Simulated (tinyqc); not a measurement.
## Margin needed against array size

Cells fail independently with probability Q(k) = erfc(k/sqrt(2))/2 when the margin is k standard deviations, and Y = exp(-Nb Q(k)). phi = exp(-k^2/2)/sqrt(2 pi).  k solves Y = exp(-Nb Q(k)); the estimate is sqrt(2 ln(Nb/(-ln Y))).

Parameters, values chosen for the exercise: wanted yield Y = 0.998.

Margin needed against array size:
```
Nb            allowed Q       k  estimate
4096          4.8877e-7  4.8961    5.3910
65536         3.0548e-8  5.4156    5.8829
1048576       1.9093e-9  5.8919    6.3366
16777216     1.1933e-10  6.3341    6.7601
268435456    7.4580e-12  6.7487    7.1585
4294967296   4.6613e-13  7.1402    7.5358
68719476736  2.9133e-14  7.5119    7.8952
```

What does the comparison show?

A 1.68e7-fold larger array raises k only from 4.90 to 7.51; the last factor of 16 costs 0.37 standard deviations. The estimate, which drops the factor 1/(k sqrt(2 pi)) of the tail, is 10 % above k in the first row and 5.1 % above it in the last.

tinyqc, about 0.01 s, one thread, Intel Xeon 2.30GHz (shared host): `OMP_NUM_THREADS=1 python tinyqc.py 2090122 2090123 out.jsonl`
